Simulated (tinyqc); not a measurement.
Equilibrium crystal shape, supported particles, Gibbs-Thomson effect and coarsening: one step, computed by the program tinyqc. Command: `OMP_NUM_THREADS=1 python tinyqc.py 3029798 3029799 out.jsonl wulff walk`. One thread of a shared host (Intel(R) Xeon(R) Processor @ 2.30GHz), about 0.06 s of CPU time with the checks.

A cubic crystal bounded by {100}, {110} and {111} facets only.

Task: The Wulff shape. Wulff construction: the facet planes lie at distances lambda gamma from the centre, and the shape is the region inside all of them; V = (1/3) sum of area x distance. gamma_mean = sum A gamma / sum A; shape factor eta = A/V^(2/3) (4.836 for a sphere). lambda follows from V = N Omega.

Inputs (values chosen for the exercise, modelled on silicon): atoms in the particle N = 1700.

gamma (J/m^2): (100) 1.38, (110) 1.46, (111) 1.25

Omega = 20.02 angstrom^3

Constants: e = 1.602176634e-19 C.

Give: area fractions; gamma_mean; shape factor eta; distances of the planes from the centre; surface energy per atom.

Result:

area fractions: {100} 0.2700, {110} 0.0893, {111} 0.6407

gamma_mean = 1.304 J/m^2

shape factor eta = 5.196

distances of the planes from the centre (nm): {100} 1.980, {110} 2.095, {111} 1.794

surface energy per atom = 0.2612 eV

Present: {100}, {110}, {111}. Caution: below a few thousand atoms edges and corners add to the energy and facets hold few atoms.
